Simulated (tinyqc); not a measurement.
## Energy and delay of logic against supply voltage: energy and delay against supply voltage

One expression serves below and above threshold: I(Vg) = Ik [ln(1 + exp((Vg - VT + dd V)/(al nf Vt)))]^al, with I_on = I(V) and I_off = I(0). Gate delay td = kd C V/I_on, clock period LD td. Per gate and cycle the switching energy is act C V^2 and the leakage energy I_off V LD td. No short-circuit current, no variation. Minima are sought above 0.09 V; below a few Vt gates no longer switch and the model has no meaning.

EDP = energy times td.

Inputs (values chosen for the exercise); values of the order met in logic technologies:
```
symbol,value,unit,meaning
T,300,K,temperature
VT,0.39,V,threshold voltage at zero drain bias
nf,1.14,,slope factor
dd,0.03,,barrier lowering per volt of supply
Ik,2.5,uA,specific current of a gate
al,1.85,,exponent of the current law
C,2.9,fF,load capacitance of a gate
kd,0.8,,delay factor
LD,16,,logic depth
act,0.2,,activity factor
```

Constants: q = 1.602176634e-19 C, kB = 1.380649e-23 J/K, Vt = kB T/q. Results are converted to the units shown.

Energy and delay against supply voltage:
```
V (V)	I_on (uA)	I_off (nA)	td (ps)	switching (aJ)	leakage (aJ)	energy (aJ)	EDP (fJ ps)
0.15	8.361e-4	0.005210	4.162e5	13.05	5.204	18.25	7598
0.27	0.05011	0.005886	1.250e4	42.28	0.3179	42.60	532.5
0.38	1.313	0.006583	671.4	83.75	0.02687	83.78	56.25
0.5	12.52	0.007438	92.65	145.0	0.005513	145.0	13.44
0.62	41.57	0.008404	34.60	223.0	0.002885	223.0	7.714
0.73	82.95	0.009399	20.42	309.1	0.002241	309.1	6.310
0.85	142.8	0.01062	13.81	419.1	0.001994	419.1	5.787
0.97	217.2	0.01200	10.36	545.7	0.001929	545.7	5.653
1.08	297.9	0.01342	8.412	676.5	0.001950	676.5	5.691
1.2	399.0	0.01516	6.978	835.2	0.002031	835.2	5.828
```

td falls from 4.16e5 to 6.98 ps; the energy rises from 18.3 to 835 aJ and the EDP goes from 7600 through a minimum of 5.65 (at V = 0.97 V among the rows listed) to 5.83 fJ ps. The exact minima lie at V = 0.127 V for the energy and 0.988 V for the EDP. Going from 1.2 V to the energy minimum saves a factor of 47.8 in energy and costs a factor of 1.14e5 in delay.

Program tinyqc, `OMP_NUM_THREADS=1 python tinyqc.py 2082072 2082073 out.jsonl`; Intel Xeon 2.30GHz, shared host, one thread, about 0.01 s.
